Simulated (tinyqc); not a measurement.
From binding energy back to electron mass m: donor or exciton in a quantum well (variational effective-mass method). Computed by tinyqc, a small Python program. Command: `OMP_NUM_THREADS=1 python tinyqc.py 3002979 3002980 out.jsonl welldonor inv`. One thread of a shared host (Intel(R) Xeon(R) Processor @ 2.30GHz), about 0.3 s of CPU time with the checks.

H = -nabla^2 - 2/|r - r_i| + V(z) in effective units; trial function psi = f(z) exp(-|r - r_i|/lambda), f the ground state of the well. Mass and screening are the same in well and barrier; l = L/a* is the width in effective units. Bands are flat: no polarisation or applied field.

Inputs (values chosen for the exercise, modelled on InP):
```
quantity                              value  unit
dielectric constant eps                12.5     -
well width L                             33    nm
donor position z_i/L from the centre    0.4     -
barrier height V_0                    0.093    eV
```

Centre: donor. Barriers: finite.

Constants: Ry = 13.605693123 eV; a_0 = 0.529177210903 angstrom.

Method:
- Ry* = Ry m/eps^2, a* = a_0 eps/m; l = L/a*.
- k solves k tan(k l/2) = sqrt(v - k^2), v = V_0/Ry*, 0 < k l/2 < pi/2 (bisection); f = cos(k z) inside and cos(k l/2) exp(-kappa (|z| - l/2)) outside, kappa = sqrt(v - k^2); subband energy k^2 Ry*.
- Binding E_b(lambda) = -1/lambda^2 + 4 A/(lambda B), with A = int f^2 exp(-2 s/lambda) dz, B = int f^2 exp(-2 s/lambda)(1 + 2 s/lambda) dz and s = |z - z_i|; 40 Gauss-Legendre points on each piece between the walls at z = -l/2 and l/2 and z_i, and out to 12/(kappa + 1/lambda) beyond the walls.
- Golden-section search for the maximum over lambda from 0.3 to 4, 40 steps.

Task: A run gave the result below. Find the electron mass m, known to lie between 0.043 and 0.084 m_0.

binding energy = 5.168061 meV

Result:

Each step takes the trial c = (a f_b - b f_a)/(f_b - f_a), f being the result less the target and a, b, c the logarithms of the listed values; c replaces end b, the old b replaces a if the sign of f changed, and otherwise f_a is halved.

Scan of the range:
```
electron mass m (m_0)  binding energy (meV)
0.0430                              3.87773
0.0481                              4.12235
0.0538                              4.38833
0.0601                              4.67771
0.0672                              5.00335
0.0751                              5.37133
0.0840                              5.80065
```

False position (Illinois rule, in the logarithm of the input) inside the bracket:
```
step      end a      end b      trial  binding energy (meV)
1     0.0672000  0.0751000  0.0706278               5.16192
2     0.0751000  0.0706278  0.0707552               5.16784
3     0.0751000  0.0707552  0.0707645               5.16827
4     0.0707552  0.0707645  0.0707600               5.16806
5     0.0707645  0.0707600  0.0707600               5.16806
```

Binding energy rises at every point of a 13-point scan of the range (every second point is shown), so one value fits; it is bracketed by 0.0672 and 0.0751. Answer: electron mass m = 0.07076 m_0.
